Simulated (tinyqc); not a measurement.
# CMOS inverter, nodal equation and switching: what changes with what

An n-channel pull-down (bn, VTn) and a p-channel pull-up (bp, VTp) share the input Vin and the output node Vout, which carries the load C. Transistor (EKV form, voltages against the body): I = 2 n b Vt^2 [F(vp - Vs) - F(vp - Vd)] from drain to source, F(v) = ln^2(1 + exp(v/(2 Vt))), vp = (Vg - VT + sg |Vd - Vs|)/n. n-channel bodies are at 0; for the p-channel device all voltages are counted down from Vdd. b in uA/V^2 gives I in uA. Static: In = Ip. Transient: C dVout/dt = Ip - In. No velocity saturation, no gate capacitance beyond C.

Parameters, values chosen for the exercise: temperature T = 400 K; supply voltage Vdd = 0.8 V; slope factor n = 1.27; drain-induced barrier lowering sg = 0.038; n-channel threshold VTn = 0.33 V; p-channel threshold (magnitude) VTp = 0.43 V; gain factor of the pull-down transistor bn = 590 uA/V^2; gain factor of the pull-up transistor bp = 590 uA/V^2; load capacitance C = 1.7 fF.

Constants: q = 1.602176634e-19 C, kB = 1.380649e-23 J/K, Vt = kB T/q. Results are converted to the units shown.

Each table varies one quantity; the others keep the values above.

## Effect of the drain-induced barrier lowering

VM solves In = Ip with Vin = Vout; VIL and VIH are the inputs of gain -1, NML = VIL - Vout(VIH), NMH = Vout(VIL) - VIH. For a step input the delay to Vdd/2 is tHL = C times the integral of dV/(In - Ip) from Vdd/2 to Vdd at Vin = Vdd, and tLH likewise with Ip - In from 0 to Vdd/2 at Vin = 0.

Results:
```
sg	VM (V)	gain at VM	NML (V)	NMH (V)	tHL (ps)	tLH (ps)
0.01	0.3505	-99.09	0.2897	0.3897	12.91	20.58
0.07	0.3533	-14.26	0.2634	0.3634	11.18	17.21
0.1	0.3545	-9.988	0.2501	0.3501	10.45	15.83
0.13	0.3558	-7.684	0.2369	0.3369	9.786	14.61
0.16	0.3569	-6.244	0.2236	0.3236	9.188	13.53
0.19	0.3580	-5.258	0.2103	0.3103	8.645	12.57
0.22	0.3590	-4.541	0.1971	0.2971	8.151	11.70
```

Estimate the missing row, sg = 0.04.

Computed row:
```
sg	VM (V)	gain at VM	NML (V)	NMH (V)	tHL (ps)	tLH (ps)
0.04	0.3519	-24.94	0.2765	0.3765	12.00	18.78
```

With this row back in the table: As sg goes from 0.01 to 0.22, VM rises from 0.350 to 0.359 V, the size of the gain falls from 99.1 to 4.54, tHL falls from 12.9 to 8.15 ps and tLH falls from 20.6 to 11.7 ps. The smaller margin is largest, 0.290 V, at sg = 0.01 among the rows. Barrier lowering gives both transistors an output conductance, which caps the gain.

## Effect of the n-channel threshold

Same model as above.

Results:
```
VTn (V)	VM (V)	gain at VM	NML (V)	NMH (V)	tHL (ps)	tLH (ps)
0.15	0.2652	-24.18	0.1678	0.4478	6.539	18.92
0.2	0.2893	-25.49	0.1991	0.4291	7.596	18.90
0.25	0.3133	-26.00	0.2297	0.4097	8.952	18.89
0.3	0.3374	-26.20	0.2597	0.3897	10.72	18.89
0.4	0.3855	-26.29	0.3178	0.3478	16.33	18.89
0.45	0.4096	-26.30	0.3459	0.3259	20.94	18.89
0.5	0.4337	-26.29	0.3734	0.3034	27.74	18.89
```

Estimate the missing row, VTn = 0.35 V.

Computed row:
```
VTn (V)	VM (V)	gain at VM	NML (V)	NMH (V)	tHL (ps)	tLH (ps)
0.35	0.3615	-26.27	0.2891	0.3691	13.09	18.89
```

With this row back in the table: As VTn goes from 0.15 to 0.5 V, VM rises from 0.265 to 0.434 V, the size of the gain rises from 24.2 to 26.3, tHL rises from 6.54 to 27.7 ps and tLH stays near 18.9 ps. The smaller margin is largest, 0.326 V, at VTn = 0.45 V among the rows. For VTn = 0.15 to 0.25 V the overdrive passes 0.5 V, where velocity saturation, left out here, would lengthen the delays of short devices.

## Effect of the supply voltage

Same model as above.

Effect of the supply voltage:
```
Vdd (V)	VM (V)	gain at VM	NML (V)	NMH (V)	tHL (ps)	tLH (ps)
0.2	0.05629	-4.774	0.008503	0.1085	2084	1.898e4
0.3	0.1030	-12.94	0.05584	0.1558	431.0	2919
0.4	0.1521	-20.89	0.1028	0.2028	120.1	545.6
0.5	0.2019	-24.59	0.1490	0.2490	48.53	144.6
0.6	0.2519	-25.78	0.1938	0.2938	26.08	56.71
0.8	0.3518	-26.25	0.2774	0.3774	12.06	18.89
1	0.4518	-26.30	0.3503	0.4503	7.514	10.22
1.2	0.5518	-26.31	0.4133	0.5133	5.387	6.796
```

As Vdd goes from 0.2 to 1.2 V, VM rises from 0.0563 to 0.552 V, the size of the gain rises from 4.77 to 26.3, tHL falls from 2080 to 5.39 ps and tLH falls from 19000 to 6.80 ps. The smaller margin is largest, 0.413 V, at Vdd = 1.2 V among the rows. For Vdd = 1 to 1.2 V the overdrive passes 0.5 V, where velocity saturation, left out here, would lengthen the delays of short devices. For Vdd = 0.2 to 0.4 V the supply is below a threshold, where mismatch, left out here, dominates margins and delay.

Program tinyqc, `OMP_NUM_THREADS=1 python tinyqc.py 2340007 2340008 out.jsonl`; Intel Xeon 2.30GHz, shared host, one thread, about 0.04 s.
